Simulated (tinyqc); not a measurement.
Worked calculation: conduction-band anticrossing with a localised impurity level. Values are carried at full precision from step to step, so a last printed digit may differ when a step is redone from the rounded ones.

Host conduction band EM(k) = Eg - al x + c k^2/mM, c = hbar^2/2m0, coupled to a flat level EI by V = C sqrt(x): H = [[EM, V], [V, EI]], E+/- = (EM + EI)/2 +/- sqrt((EM - EI)^2/4 + V^2). The host weight of a state at E is f = 1/(1 + V^2/(E - EI)^2), and its mass at k = 0 is mM/f. The gap is E-(0), the valence top staying at 0.

Constants: hbar^2/2m0 = 3.80998211 eV angstrom^2.

Values chosen for the exercise (host near InP; shifted at random, so the results belong to these values and not to a real crystal): Eg = 1.412 eV (gap at Gamma to the s-like level); mM = 0.0784 m0 (mass of the host band); EI = 1.699 eV (impurity level, from the valence top of the host); C = 2.86 eV (coupling); al = 1.05 eV (linear shift of the host edge); x = 0.025 (impurity fraction); k = 0.028 1/angstrom (wave vector).

## The two levels at k = 0

Give EM, V, both levels, their host weights, the gap and the mass of the band at the gap.

EM(0) = 1.3858 eV
V = 0.4522 eV

E-, E+ (eV): [1.0638, 2.0209]

host weights: [0.6636, 0.3364]

gap = 1.0638 eV
mass of E- = 0.1181 m0

The gap is 348 meV below that of the host, 139 meV per 1 % of impurity. V/|EM - EI| = 1.44; second-order perturbation theory would shift the host level by V^2/(EM - EI) = -653 meV, the exact shift is -322 meV.

## The levels at one k

Fill in the matrix and give levels and weights.

H (eV), rows host, impurity and columns alike:
```
[[1.4238, 0.4522],
 [0.4522, 1.6990]]
```

E-, E+ (eV): [1.0888, 2.0341]

host weights: [0.6455, 0.3545]

## Dispersion

Seven points from k = 0 to 0.12 1/angstrom.

Levels (eV):
```
k (1/angstrom)      EM      E-      E+  host weight of E-
0.000           1.3858  1.0638  2.0209              0.664
0.020           1.4052  1.0766  2.0276              0.654
0.040           1.4635  1.1140  2.0485              0.626
0.060           1.5607  1.1724  2.0873              0.576
0.080           1.6968  1.2457  2.1501              0.501
0.100           1.8717  1.3250  2.2457              0.406
0.120           2.0855  1.4005  2.3840              0.303
```

E- flattens towards EI = 1.699 eV, which it cannot cross: its width is bounded by 0.635 eV, of which 53 % is used up at the last point. The unmixed host band crosses EI at k = 0.0803 1/angstrom, where the splitting is smallest, 2V = 0.904 eV.

## Checks

- Closed form against diagonalisation: they agree to 1e-10 or better.
- Mass mM/f against the curvature of the band: both 0.1181.

Run: tinyqc, `OMP_NUM_THREADS=1 python tinyqc.py 1080978 1080979 out.jsonl`; Intel(R) Xeon(R) Processor @ 2.30GHz, one thread, shared host; about 0.01 s of CPU time with all checks.
